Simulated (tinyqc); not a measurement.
# Worked calculation: band bending at a free surface with one surface level, surface photovoltage and Kelvin probe

Numbers from tinyqc (`OMP_NUM_THREADS=1 python tinyqc.py 2430109 2430110 out.jsonl`; about 0.01 s on one thread of a shared Intel Xeon 2.30GHz). Printed values are rounded.

n-type bulk, xi = Ec - EF = Vt ln(Nc/Nd), p0 = ni^2/Nd, ni = sqrt(Nc Nv) exp(-Eg/(2 Vt)), Eg in volts. b is the upward band bending, u = b/Vt. Space charge per area, in units of q: Qc = sign(b) sqrt((2 eps0 eps_r Vt/q) [(Nd + dn)(exp(-u) - 1) + Nd u + (p0 + dn)(exp(u) - 1)]), with dn the excess density under light (flat quasi-Fermi levels; 0 in the dark). The level holds -Ns f, f = 1/(1 + exp((xi + b - Es)/Vt)). Neutrality: Qc + Qf + (charge of the states) = 0.

Parameters, values chosen for the exercise; band and dielectric values close to those of silicon:

| symbol | value | unit | meaning |
|---|---|---|---|
| T | 350 | K | temperature |
| Eg | 1.14 | eV | band gap |
| eps_r | 11.6 |  | relative permittivity |
| Nc | 3.5e19 | cm^-3 | conduction-band density of states at T |
| Nv | 3.39e19 | cm^-3 | valence-band density of states at T |
| chi | 4 | eV | electron affinity |
| Nd | 9.7e17 | cm^-3 | donor density |
| Qf | 1.5e10 | cm^-2 | fixed positive charge at the surface |
| pt | 4.93 | eV | work function of the probe tip |
| Ns | 4.8e12 | cm^-2 | density of an acceptor-like surface level |
| Es | 0.37 | eV | its depth below the conduction edge |
| dn | 1.1e16 | cm^-3 | excess carrier density under light |

Constants: q = 1.602176634e-19 C, kB = 1.380649e-23 J/K, Vt = kB T/q, eps0 = 8.8541878128e-14 F/cm where lengths are in cm. Results are converted to the units shown.

## Bulk quantities

xi, ni, p0, the Debye length sqrt(eps0 eps_r Vt/(q Nd)) and the flat-band work function chi + xi.

xi = 0.108150 eV
ni = 2.13548e11 cm^-3
p0 = 47013.1 cm^-3
Debye length = 4.46460 nm
chi + xi = 4.10815 eV

## Charges against band bending

b, point 0 to 6 (V): [0.083, 0.139, 0.195, 0.25, 0.306, 0.361, 0.417]

Evaluate Qc, the surface charge Qf - Ns f and their sum in the dark; the root lies where the sum changes sign.

```
point  Qc (cm^-2)  surface charge (cm^-2)  sum (cm^-2)
0      8.25269e11             -4.77227e12  -3.94700e12
1      1.16504e12             -4.70466e12  -3.53962e12
2      1.43199e12             -4.31324e12  -2.88125e12
3      1.65352e12             -2.85049e12  -1.19697e12
4      1.85216e12             -8.86829e11   9.65329e11
5      2.02842e12             -1.57828e11   1.87059e12
6      2.19338e12             -1.28387e10   2.18054e12
```

The sum rises steadily with b, so there is one root; bisection gives b = 0.27804 V.

## Work function and Kelvin-probe reading

converged b = 0.278042 V

Work function chi + xi + b; contact potential difference CPD = (work function of the sample) - pt. Depth of EF below Ec at the surface: xi + b. Depletion width Qc/Nd.

xi + b = 0.386192 eV
Qc = 1.75579e12 cm^-2
Qc/Nd = 18.1010 nm
work function = 4.38619 eV
CPD = -543.808 mV

The level is 36.9 % filled: the Fermi level is pinned at it.

## Surface photovoltage

Under chopped light the surface charge keeps its dark value, so b falls to bL with Qc(bL, dn) = Qc(b, 0); the photovoltage is b - bL. Qc rises with b, so bL follows by bisection.

bL = 0.172926 V
photovoltage = 105.116 mV
share of b removed = 37.8057 %
excess holes at the surface, dn exp(bL/Vt) = 3.39956e18 cm^-3
